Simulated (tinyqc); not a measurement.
Hot electrons in a saturated n-channel MOSFET, lucky-electron model: effect of the gate voltage.

Beyond pinch-off the lateral field grows as Esat cosh(y/l) over the velocity-saturated region (pseudo-two-dimensional model). Impact ionisation in this region gives the substrate current, which biases the body forward through Rsub. Currents are per width. Local-field laws: they overstate ionisation when the field peak is narrower than an energy relaxation length.

Cox = 3.9 eps0/tox, l = sqrt(3 tox xj), Esat = 2 vs/mu. Overdrive g = Vg - VT + kb Vb; Vdsat = g Esat L/(g + Esat L); Id = Cox vs (g - Vdsat); dV = Vd - Id Rd - Vdsat; Em = sqrt((dV/l)^2 + Esat^2); Isub = Id (Ai/Bi) l Em exp(-Bi/Em). Vb = Rsub Isub is solved self-consistently. Lifetime tau = (Hl/Id)(Isub/Id)^(-m); 1 year = 3.15576e7 s.

Parameters, values chosen for the exercise; values close to those of silicon n-channel devices: channel length L = 0.8 um; oxide thickness tox = 18 nm; junction depth xj = 310 nm; threshold VT = 0.6 V; effective mobility mu = 270 cm^2/(V s); saturation velocity vs = 9.3e6 cm/s; ionisation prefactor Ai = 2e6 1/cm; ionisation field Bi = 1.63 MV/cm; resistance of the lightly doped drain Rd = 0 ohm um; substrate resistance Rsub = 4000 ohm um; fall of VT per volt of forward body bias kb = 0.36; lifetime exponent m = 3.3; lifetime constant Hl = 1300 s uA/um; drain voltage Vd = 3.8 V.

Constants: eps0 = 8.8541878128e-14 F/cm where lengths are in cm. Results are converted to the units shown.

Effect of the gate voltage:
```
Vg (V)  Id (uA/um)  Em (MV/cm)  Isub (uA/um)    Isub/Id  tau (years)
0.75       0.70926     0.29069      0.012016   0.016942       40.597
1.13        8.2991     0.26542      0.075265  0.0090691       27.280
1.51        23.016     0.24328       0.10942  0.0047540       82.892
1.89        43.663     0.22377       0.10644  0.0024377       395.97
2.27        69.298     0.20647      0.084666  0.0012218       2438.1
2.66        100.01     0.19068      0.058690  5.8686e-4        18995
3.04        133.60     0.17695      0.037470  2.8048e-4     1.6255e5
3.42        170.30     0.16463      0.022305  1.3097e-4     1.5738e6
3.8         209.73     0.15355      0.012542  5.9801e-5     1.6984e7
```

As Vg goes from 0.75 to 3.8 V, Em falls from 0.291 to 0.154 MV/cm, Isub goes from 0.0120 through a maximum of 0.109 (at Vg = 1.51 V among the rows listed) to 0.0125 uA/um and tau goes from 40.6 through a minimum of 27.3 (at Vg = 1.13 V among the rows listed) to 1.70e7 years. Id grows with Vg while the rising Vdsat lowers the field, hence the bell shape; the peak row has Vg/Vd = 0.40. For Vg = 2.27 to 3.8 V tau is a far extrapolation that only says that hot carriers are no limit.

Numbers from tinyqc (`OMP_NUM_THREADS=1 python tinyqc.py 2550099 2550100 out.jsonl`; about 0.01 s on one thread of a shared Intel Xeon 2.30GHz).
